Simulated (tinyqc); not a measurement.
# MOS capacitor on a p-type substrate, surface potential from the exact charge relation, step by step

tinyqc, about 0.01 s, one thread, Intel Xeon 2.30GHz (shared host): `OMP_NUM_THREADS=1 python tinyqc.py 2060011 2060012 out.jsonl` Printed values are rounded.

Uniform p-type substrate, Boltzmann statistics, full ionisation, classical densities. psi is the surface potential against the body (positive when the bands bend down) and u = psi/Vt. Traps are spread evenly over the gap and neutral at flat band, so their charge is -q Dit psi; the minority quasi-Fermi level is shifted by Vb.

Parameters, values chosen for the exercise; band and dielectric values close to those of 4H silicon carbide: temperature T = 300 K; band gap Eg = 3.22 eV; relative permittivity eps_r = 9.63; conduction-band density of states at T Nc = 1.73e19 cm^-3; valence-band density of states at T Nv = 2.47e19 cm^-3; electron affinity chi = 3.62 eV; acceptor density of the substrate N = 3.1e15 cm^-3; relative permittivity of the gate insulator (close to zirconium oxide) eox = 24.6; insulator thickness tox = 21 nm; gate work function phiM = 4.27 eV; fixed charge at the interface, in units of q Nf = 6.6e10 cm^-2; density of interface traps Dit = 0 cm^-2 eV^-1; reverse bias of the inversion layer against the body Vb = 0 V; gate voltage against the body Vg = -0.75 V.

Constants: q = 1.602176634e-19 C, kB = 1.380649e-23 J/K, Vt = kB T/q, eps0 = 8.8541878128e-14 F/cm where lengths are in cm. Results are converted to the units shown.

## Flat band, threshold and scales

ni = sqrt(Nc Nv) exp(-Eg/(2 Vt)), Eg in volts; phiF = Vt ln(N/ni); Cox = eps0 eox/tox; Vfb = phiM - chi - (Eg - Vt ln(Nv/N)) - q Nf/Cox; Q0 = sqrt(2 eps0 eps_r q N Vt); r = (ni/N)^2 exp(-Vb/Vt); VT = Vfb + [(2 phiF + Vb)(1 + q Dit/Cox) + sqrt(2 eps0 eps_r q N (2 phiF + Vb))/Cox].

ni = 1.85593e-8 cm^-3
phiF = 1.38237 V
Cox = 1.03720 uF/cm^2
Vfb = -2.34796 V
Q0 = 4.67935 nC/cm^2
r = 3.58427e-47
VT = 0.463434 V

## Starting value

psi = Vg - Vfb (all of the voltage in the semiconductor).

psi at the start = 1.59796 V

## Iteration 1: Newton step for the surface potential

u = psi/Vt; F^2 = exp(-u) + u - 1 + r (exp(u) - u - 1); Qs = -sign(u) Q0 F; Cs = -dQs/dpsi = (Q0/Vt) |1 - exp(-u) + r (exp(u) - 1)|/(2 F). f = Vfb + psi + (q Dit psi - Qs)/Cox - Vg, f' = 1 + (Cs + q Dit)/Cox, psi(new) = psi - f/f'.

u = 61.8119
F = 7.79820
Qs = -36.4905 nC/cm^2
Cs = 0.0116056 uF/cm^2
f = 0.0351816 V
f' = 1.01119
psi after iteration 1 = 1.56317 V

## Iteration 2: Newton step for the surface potential

As before.

u = 60.4661
F = 7.71143
Qs = -36.0845 nC/cm^2
Cs = 0.0117362 uF/cm^2
f = -2.17807e-6 V
f' = 1.01132
psi after iteration 2 = 1.56317 V

## Course of the Newton iteration

Stop when the step is below 1e-10 V, or after 60 iterations.

Course of the iteration:
```
iteration  psi before the step (V)      f (V)  step (V)
1                          1.59796     0.0352   -0.0348
2                          1.56317   -2.18e-6   2.15e-6
3                          1.56317  -8.55e-15  8.44e-15
```

Converged in 3 iterations.

## Charges, field and capacitances at the solution

converged psi = 1.56317 V

u = psi/Vt; F^2 = exp(-u) + u - 1 + r (exp(u) - u - 1); Qs = -sign(u) Q0 F; Cs = -dQs/dpsi = (Q0/Vt) |1 - exp(-u) + r (exp(u) - 1)|/(2 F). Low frequency: 1/C_LF = 1/Cox + 1/(Cs + q Dit). High frequency, in the simple estimate in which traps and minority carriers do not follow: 1/C_HF = 1/Cox + 1/Cd, Cd being Cs with r = 0 at the same psi. Minority sheet density N_inv = (Q0/(2 q)) int_0^u r (exp(t) - 1)/F(t) dt for u > 0. Oxide field |Qs - q Dit psi + q Nf|/(eps0 eox).

Qs = -36.0845 nC/cm^2
N_inv = 1.24618e-11 cm^-2
oxide field = 0.0117119 MV/cm
Cs = 0.0117362 uF/cm^2
C_LF/Cox = 0.0111886
C_HF/Cox = 0.0111886

The surface is in weak inversion (borders at |psi| = 0, phiF + Vb and 2 phiF + Vb = 2.76 V).
